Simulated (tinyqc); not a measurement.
Estimate of lattice thermal conductivity from elastic moduli (Slack, Klemens and Cahill formulas): one step, computed by the program tinyqc.

An isotropic solid.

Task: Velocities, Poisson ratio and Debye temperature. rho = M/V; vL = sqrt((B + 4G/3)/rho), vT = sqrt(G/rho); v_m = [(vL^-3 + 2 vT^-3)/3]^(-1/3); Poisson ratio sigma = (3B - 2G)/(6B + 2G); Theta = hbar v_m (6 pi^2/V)^(1/3)/k_B.

Inputs (values chosen for the exercise, for a model crystal):

| quantity | value | unit |
|---|---|---|
| bulk modulus B | 40.6 | GPa |
| shear modulus G | 18.1 | GPa |
| volume per atom V | 11.6 | angstrom^3 |
| mean atomic mass M | 130 | u |

Grueneisen parameter: from the Poisson ratio.

Constants: u = 1.6605390666e-27 kg; hbar = 1.054571817e-34 J s; k_B = 1.380649e-23 J/K.

Give: density rho; vL; vT; v_m; Poisson ratio sigma; Debye temperature Theta.

Result:

density rho = 18609 kg/m^3

vL = 1865.1 m/s

vT = 986.22 m/s

v_m = 1102.4 m/s

Poisson ratio sigma = 0.30593

Debye temperature Theta = 144.99 K
